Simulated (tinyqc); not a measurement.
Thermoelectric coefficients with electrons and holes, Landauer integrals: one step of the calculation.

Bulk parabolic band, x = (E - Ec)/kB T, C = hbar^2/(2 m0), kB T in eV. Modes per area gv m kB T x/(4 pi C) times the back-scattering length l0 x^rr give the transport function s0 X(x), s0 = (2 q^2/h) gv m kB T l0/(4 pi C), X = x^(1 + rr). Holes have the same form with the prefactor bb s0 and the reduced level -eta - xg in place of eta. I_k = int X (x - eta)^k w dx, w = 1/(4 cosh^2((x - eta)/2)).

Task. The three integrals on a coarse grid. Simpson's rule on nE equally spaced points from xa to xe.

Inputs (values chosen for the exercise):
- rr = 0.5 (energy exponent of that length)
- eta = 0.3 (reduced Fermi level (EF - Ec)/kB T)
- xa = 0 (lower end of the grid)
- xe = 12 (upper end of the grid)
- nE = 13 (points of the grid)

Give: x; X; w; X w; I_0, I_1, I_2 on this grid.

Result.

```
point      x      X         w       X w
0       0.00      0    0.2445         0
1       1.00  1.000    0.2217    0.2217
2       2.00  2.828    0.1306    0.3694
3       3.00  5.196   0.05901    0.3066
4       4.00  8.000   0.02354    0.1884
5       5.00  11.18  0.008932   0.09986
6       6.00  14.70  0.003324   0.04885
7       7.00  18.52  0.001228   0.02274
8       8.00  22.63  4.524e-4   0.01024
9       9.00  27.00  1.665e-4  0.004496
10     10.00  31.62  6.128e-5  0.001938
11     11.00  36.48  2.254e-5  8.225e-4
12     12.00  41.57  8.294e-6  3.448e-4
```

I_0, I_1, I_2 on this grid: 1.288  3.339  12.04

Range of the model: Parabolic bands, elastic scattering and a fixed kL make these model figures, not those of a material.

tinyqc, about 0.03 s, one thread, Intel Xeon 2.30GHz (shared host): `OMP_NUM_THREADS=1 python tinyqc.py 2800004 2800005 out.jsonl`
